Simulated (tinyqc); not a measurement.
Thermoelectric coefficients of a parabolic band, Landauer integrals: effect of the scattering exponent.

Bulk parabolic band, x = (E - Ec)/kB T, C = hbar^2/(2 m0), kB T in eV. Modes per area gv m kB T x/(4 pi C) times the back-scattering length l0 x^rr give the transport function s0 X(x), s0 = (2 q^2/h) gv m kB T l0/(4 pi C), X = x^(1 + rr). I_k = int X (x - eta)^k w dx, w = 1/(4 cosh^2((x - eta)/2)).

sigma = s0 I_0, S = -(kB/q) I_1/I_0, Lorenz number L = (kB/q)^2 [I_2/I_0 - (I_1/I_0)^2], kappa_e = L sigma T. Power factor S^2 sigma, ZT = S^2 sigma T/(kappa_e + kL). The integrals are converged.

Parameters, values chosen for the exercise:
- T = 400 K (temperature)
- m = 0.67 m0 (mass of one valley)
- gv = 6 (valleys)
- l0 = 38 nm (back-scattering length at x = 1)
- kL = 0.31 W/(m K) (lattice thermal conductivity)
- eta = 3.2 (reduced Fermi level (EF - Ec)/kB T)

Constants: q = 1.602176634e-19 C, kB = 1.380649e-23 J/K, hbar = 1.054571817e-34 J s, h = 6.62607015e-34 J s, m0 = 9.1093837015e-31 kg, Vt = kB T/q, hbar^2/(2 m0) = 0.0380998212 eV nm^2. Results are converted to the units shown.

Results:

| rr | sigma (S/cm) | S (uV/K) | kappa_e (W/(m K)) | power factor (mW/(m K^2)) | ZT | L (1e-8 V^2/K^2) |
|---|---|---|---|---|---|---|
| -0.5 | 1.453e4 | -51.07 | 11.29 | 3.791 | 0.1307 | 1.943 |
| 0 | 2.761e4 | -81.95 | 22.19 | 18.54 | 0.3297 | 2.009 |
| 0.5 | 5.511e4 | -110.5 | 46.82 | 67.32 | 0.5714 | 2.124 |
| 1 | 1.146e5 | -138.1 | 104.4 | 218.6 | 0.8355 | 2.277 |
| 1.5 | 2.470e5 | -165.5 | 243.5 | 676.7 | 1.110 | 2.464 |
| 2.5 | 1.265e6 | -221.3 | 1484 | 6197 | 1.670 | 2.933 |

Estimate the missing row, rr = 2.

Computed row:

| rr | sigma (S/cm) | S (uV/K) | kappa_e (W/(m K)) | power factor (mW/(m K^2)) | ZT | L (1e-8 V^2/K^2) |
|---|---|---|---|---|---|---|
| 2 | 5.504e5 | -193.1 | 590.7 | 2053 | 1.390 | 2.683 |

With this row back in the table: |S| rises from 51.1 to 221 uV/K, on average 56.8 uV/K for each unit of rr (kB/q = 86.2 uV/K in the non-degenerate limit), since a length that grows with energy favours hot carriers. The Lorenz number rises from 1.94 to 2.93 (1e-8 V^2/K^2). l0 is held fixed, so sigma changes too.

Range of the model: Parabolic bands, elastic scattering and a fixed kL make these model figures, not those of a material.

Numbers from tinyqc (`OMP_NUM_THREADS=1 python tinyqc.py 2800023 2800024 out.jsonl`; about 0.03 s on one thread of a shared Intel Xeon 2.30GHz).
